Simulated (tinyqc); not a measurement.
Ground states by the convex hull: cluster expansion of a binary alloy: correlations, fit, cross-validation and ground states. Computed by tinyqc, a small Python program. Command: `OMP_NUM_THREADS=1 python tinyqc.py 3010185 3010186 out.jsonl clex walk`. One thread of a shared host (Intel(R) Xeon(R) Processor @ 2.30GHz), about 0.01 s of CPU time with the checks.

s = +1 for A and -1 for B. Energy per site E = J0 + J1 P(point) + sum over clusters of m V P, with P the mean product of spins; V > 0 on a pair favours unlike neighbours. Clusters per site m: pair 1 6, pair 2 3, pair 3 12, triplet 8; the triplet is the triangle of first neighbours. Formation energies are counted from the line between pure A and pure B, which removes J0 and J1.

Inputs (values chosen for the exercise, for a model alloy):
```
quantity                    value      unit
first-pair interaction V1    25.1       meV
second-pair interaction V2   -7.9       meV
third-pair interaction V3    0.43       meV
triplet interaction Vt        3.3       meV
noise amplitude               6.2  meV/site
```

Lattice: fcc.

Method:
- Design matrix of formation energies: m (P - 1) for pairs and m (P(triplet) - P(point)) for the triplet; x = (1 - P(point))/2.
- Exact: X V with V = (V1, V2, V3, Vt). The data to fit add the noise amplitude times the normal numbers, standing for what the clusters leave out.
- Leave out pair 3: A = X^T X and b = X^T E (E being the data with noise) over these three columns; solve A V = b. The root-mean-square error runs over the structures between the pure ends.
- Height above the hull = E less the lowest straight line between two structures that bracket x (or the lowest structure at the same x). The three-term fit is X V with the fitted values.

correlations P, counted on periodic cells:
```
                      point    pair 1    pair 2    pair 3   triplet
A                   1.00000   1.00000   1.00000   1.00000   1.00000
A3B L1_2            0.50000   0.00000   1.00000   0.00000  -0.50000
A3B D0_22           0.50000   0.00000   0.66667   0.33333  -0.50000
A3B (001) layers    0.50000   0.33333   0.66667   0.00000   0.50000
A2B (001) layers    0.33333   0.11111   0.55556  -0.33333   0.33333
AB L1_0             0.00000  -0.33333   1.00000  -0.33333   0.00000
AB L1_1             0.00000   0.00000  -1.00000   0.00000   0.00000
A2B2 (001) layers   0.00000   0.33333   0.33333  -0.33333   0.00000
AB2 (001) layers   -0.33333   0.11111   0.55556  -0.33333  -0.33333
AB3 L1_2           -0.50000   0.00000   1.00000   0.00000   0.50000
AB3 D0_22          -0.50000   0.00000   0.66667   0.33333   0.50000
AB3 (001) layers   -0.50000   0.33333   0.66667   0.00000  -0.50000
B                  -1.00000   1.00000   1.00000   1.00000  -1.00000
```

standard normal numbers for the noise (0 for the pure ends): A 0.000, A3B L1_2 -0.833, A3B D0_22 1.940, A3B (001) layers -1.925, A2B (001) layers 2.341, AB L1_0 0.358, AB L1_1 0.386, A2B2 (001) layers -0.884, AB2 (001) layers -0.468, AB3 L1_2 -0.049, AB3 D0_22 0.307, AB3 (001) layers -0.358, B 0.000

X:
```
                    pair 1   pair 2    pair 3  triplet
A                   0.0000   0.0000    0.0000   0.0000
A3B L1_2           -6.0000   0.0000  -12.0000  -8.0000
A3B D0_22          -6.0000  -1.0000   -8.0000  -8.0000
A3B (001) layers   -4.0000  -1.0000  -12.0000   0.0000
A2B (001) layers   -5.3333  -1.3333  -16.0000   0.0000
AB L1_0            -8.0000   0.0000  -16.0000   0.0000
AB L1_1            -6.0000  -6.0000  -12.0000   0.0000
A2B2 (001) layers  -4.0000  -2.0000  -16.0000   0.0000
AB2 (001) layers   -5.3333  -1.3333  -16.0000   0.0000
AB3 L1_2           -6.0000   0.0000  -12.0000   8.0000
AB3 D0_22          -6.0000  -1.0000   -8.0000   8.0000
AB3 (001) layers   -4.0000  -1.0000  -12.0000   0.0000
B                   0.0000   0.0000    0.0000   0.0000
```

fitted V1, V2, Vt (meV): 25.8436  -7.8276  3.1355

exact energies (meV/site): A 0.000, A3B L1_2 -182.160, A3B D0_22 -172.540, A3B (001) layers -97.660, A2B (001) layers -130.213, AB L1_0 -207.680, AB L1_1 -108.360, A2B2 (001) layers -91.480, AB2 (001) layers -130.213, AB3 L1_2 -129.360, AB3 D0_22 -119.740, AB3 (001) layers -97.660, B 0.000

Hull among these structures (meV/site):
```
structure               x  exact E  above hull  fitted E  above hull, fit
A                  0.0000     0.00        0.00      0.00             0.00
A3B L1_2           0.2500  -182.16        0.00   -180.15             0.00
A3B D0_22          0.2500  -172.54        9.62   -172.32             7.83
A3B (001) layers   0.2500   -97.66       84.50    -95.55            84.60
A2B (001) layers   0.3333  -130.21       60.45   -127.40            61.62
AB L1_0            0.5000  -207.68        0.00   -206.75             0.00
AB L1_1            0.5000  -108.36       99.32   -108.10            98.65
A2B2 (001) layers  0.5000   -91.48      116.20    -87.72           119.03
AB2 (001) layers   0.6667  -130.21       25.25   -127.40            28.17
AB3 L1_2           0.7500  -129.36        0.00   -129.98             0.00
AB3 D0_22          0.7500  -119.74        9.62   -122.15             7.83
AB3 (001) layers   0.7500   -97.66       31.70    -95.55            34.43
B                  1.0000     0.00        0.00      0.00             0.00
```

lowest exact formation energy = -207.68 meV/site

What does the comparison show, and why?

On the exact hull: A, A3B L1_2, AB L1_0, AB3 L1_2, B. The fit finds the same set. A structure at zero height may lie on a tie line without being a vertex, and structures outside this list could lie lower.

Extremes, crossings and ranges named in words are read from the listed rows.
